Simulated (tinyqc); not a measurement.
# Worked calculation: capacitance measurement on a leaky thin oxide: effects of series resistance and leakage

Numbers from tinyqc (`OMP_NUM_THREADS=1 python tinyqc.py 2022175 2022176 out.jsonl`; about 0.01 s on one thread of a shared Intel Xeon 2.30GHz). Printed values are rounded.

The device is a capacitance C in parallel with a leakage conductance G, in series with Rs and Ls. An impedance meter reports either a parallel pair (Cp, Gp) from Y = 1/Z = Gp + i w Cp or a series pair (Cs, Rm) from Z = Rm + 1/(i w Cs); w = 2 pi f, dissipation D = Gp/(w |Cp|).

Values chosen for this exercise; values of the order met in thin-oxide MOS capacitors: relative permittivity of the gate insulator (close to silicon dioxide) eox = 3.9; insulator thickness tox = 1.5 nm; gate area A = 400 um^2; oxide-equivalent thickness added by the accumulation layer zc = 0.49 nm; oxide-equivalent thickness added by gate depletion zp = 0 nm; gate leakage current density, not matched to the thickness Jg = 0.21 A/cm^2; voltage for an e-fold rise of the leakage Vs = 0.42 V; series resistance Rs = 8.1 ohm; series inductance Ls = 0 nH; measuring frequency f = 1e6 Hz.

Constants: eps0 = 8.8541878128e-14 F/cm where lengths are in cm. Results are converted to the units shown.

## True capacitance and conductance

EOT = 3.9 tox/eox; CET = EOT + zc + zp; C = 3.9 eps0 A/CET; G = Jg A/Vs.

EOT = 1.5 nm
CET = 1.99 nm
C = 6.94097 pF
G = 2 uS

## What the meter reports

Z = Rs + i w Ls + 1/(G + i w C).

Z = (0.10574-2.28817i) x 1e4 ohm
Cp = 6.94075 pF
Gp = 2.01537 uS
Cs = 6.95557 pF
D = 0.0462136

Cp is within 0.01 % of C and Cs is 0.21 % above it; G Rs = 1.62e-5, w C Rs = 3.53e-4 and G/(w C) = 0.0459.
